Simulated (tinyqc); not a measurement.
Inside a calculation: Lorentz oscillators and the Kramers-Kronig relations. Values are carried at full precision from step to step, so a last printed digit may differ when a step is redone from the rounded ones.

eps(E) = 1 + sum_j S_j/(E0_j^2 - E^2 - i G_j E).

Constants: hbar c = 1973.269805 eV angstrom; hbar^2/2m0 = 3.80998211 eV angstrom^2; e^2/(4 pi eps0) = 14.39964547 eV angstrom.

Parameters, chosen for this exercise:
- E0 = (11.45) eV (resonances)
- G = (1.38) eV (widths)
- S = (31) eV^2 (strengths)
- E = 15.95 eV (photon energy)
- h = 0.4 eV (grid step)
- M = 30 (grid points E_j = j h)
- i = 9 (grid index at which eps1 is wanted)

## Dielectric function at one energy

Evaluate each oscillator and the sum.

terms: -0.2437+0.0435i

eps(E) = 0.7563+0.0435i
eps(0) = 1.2365

## Optical constants

n + i k = sqrt(eps1 + i eps2) with k >= 0; R = ((n - 1)^2 + k^2)/((n + 1)^2 + k^2) at normal incidence from vacuum; alpha = 2 E k/(hbar c), times 1e8 for 1/cm; loss function Im(-1/eps) = eps2/(eps1^2 + eps2^2).

Convert eps at the photon energy E into the optical constants.

n = 0.8700
k = 0.0250
R = 0.0050
alpha = 4.04e+04 1/cm
loss function = 0.0758
vacuum wavelength hc/E (hc = 1239.841984 eV nm) = 77.7 nm

The intensity falls to 1/e within 247 nm.

## Absorptive part on the grid

Tabulate eps2 at E_j = j h.

eps2(E_j), j = 1 .. M: 0.0010  0.0020  0.0031  0.0041  0.0053  0.0065  0.0079  0.0094  0.0110  0.0129  0.0150  0.0175  0.0204  0.0239  0.0282  0.0334  0.0399  0.0483  0.0592  0.0740  0.0946  0.1244  0.1696  0.2427  0.3695  0.6075  1.0713  1.7683  1.8502  1.1652

## eps1 at one grid point

Kramers-Kronig: eps1(E) = 1 + (2/pi) P integral_0^infinity E1 eps2(E1)/(E1^2 - E^2) dE1. Maclaurin rule on the grid E_j = j h, j = 1 .. M: eps1(E_i) = 1 + (4 h/pi) sum over j with j - i odd of E_j eps2(E_j)/(E_j^2 - E_i^2); nothing is added above E_M.

List the terms E_j eps2_j/(E_j^2 - E_i^2) for j - i odd, add them and form eps1.

terms in order of j (1/eV): -0.0001  -0.0006  -0.0022  -0.0110  0.0170  0.0083  0.0073  0.0076  0.0089  0.0116  0.0170  0.0294  0.0664  0.1761  0.1067

sum = 0.442 1/eV
eps1(E_i) = 1.225

The oscillator formula gives 1.262 at E_i = 3.6 eV. The rule samples every 2h = 0.8 eV against a narrowest width of 1.38 eV and stops at 12 eV; coarse sampling and the missing tail make the difference.

## The f-sum on the grid

W(E_M) = (2/pi) h sum_j E_j eps2_j, with half weight on the last point; the full integral equals sum S_j = (hbar omega_p)^2, and the electron density follows from (hbar omega_p)^2 = 8 pi c (e^2/(4 pi eps0)) N with c = hbar^2/2m0.

W(E_M) = 19.92 eV^2
sum S = 31.00 eV^2
share reached on this grid (a step near the line widths can inflate it) = 0.643
hbar omega_p = 5.568 eV
N = 2.25e+22 1/cm^3

## Checks

- The value of eps1 at 15.985 eV from a fine, long grid (with the tail of eps2 ~ 1/E^3 added) against the oscillator formula: both 0.758.

Program tinyqc; command `OMP_NUM_THREADS=1 python tinyqc.py 1650892 1650893 out.jsonl`; about 0.1 s on one thread of a shared Intel(R) Xeon(R) Processor @ 2.30GHz.
